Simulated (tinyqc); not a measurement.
# Worked calculation: lossy on-chip transmission line with skin effect

Computed by the program tinyqc: `OMP_NUM_THREADS=1 python tinyqc.py 2810104 2810105 out.jsonl`, one thread of a shared Intel Xeon 2.30GHz, about 0.01 s for the whole run. Printed values are rounded.

A uniform line in a homogeneous dielectric: c = sqrt(er)/(c0 Z0), l = Z0 sqrt(er)/c0 (c0 = 299792458 m/s), g = w c td, w = 2 pi f. The resistance joins its limits as r = sqrt(r_dc^2 + r_hf^2), with r_dc = rho/(wd th), r_hf = kr rho/(2 delta (wd + th)), delta = sqrt(rho/(pi f mu0)), mu0 = 4 pi 1e-7 H/m; this is an interpolation, and internal inductance, up to 0.05 nH/mm at low frequency, is neglected.

Inputs (values chosen for the exercise):
```
symbol  value     unit                                  meaning
wd        1.8       um                       width of the strip
th        1.2       um                   thickness of the strip
rho         2  uohm cm                              resistivity
er          3                             relative permittivity
td      0.005                                      loss tangent
Z0         45      ohm             lossless impedance sqrt(l/c)
kr          2           factor for crowding and the return path
len      0.67       mm                                   length
Rg         50      ohm                        source resistance
RL         50      ohm                          load resistance
CL          0       fF                         load capacitance
f         2.3      GHz                                frequency
```

## Line constants

delta, r_dc, r_hf, r, l, c and g as defined.

delta = 1.48413 um
r_dc = 9.25926 ohm/mm
r_hf = 4.49198 ohm/mm
r = 10.2913 ohm/mm
l = 0.259987 nH/mm
c = 128.389 pF/m
g = 0.00927695 S/m

r is 1.11 times r_dc; the skin depth is 1.24 of the thickness.

## Propagation constant and impedance

gamma = sqrt((r + i w l)(g + i w c)) = alpha + i beta, Zc = sqrt((r + i w l)/(g + i w c)), roots with positive real part; loss 8.685889638 alpha in dB; phase velocity w/beta.

gamma len = 0.0549479+0.0781390i
Zc = 63.0770-43.8865i ohm
loss = 0.712345 dB/mm
phase velocity over c0 = 0.413327
r/(w l) = 2.73913

r exceeds w l, so the line behaves mainly as an RC line at this frequency.

## Reflection, input impedance and transfer

ZL = 1/(1/RL + i w CL); reflection (ZL - Zc)/(ZL + Zc); Zin = Zc (ZL + Zc tanh(gamma len))/(Zc + ZL tanh(gamma len)); H = V_load/V_source = [Zin/(Zin + Rg)]/[cosh(gamma len) + (Zc/ZL) sinh(gamma len)].

ZL = 50.0000+0.0000i ohm
reflection at the load = -0.231419+0.298295i
Zin = 56.8173-1.0345i ohm
H = 0.466903-0.026512i
|H| = -6.60149 dB
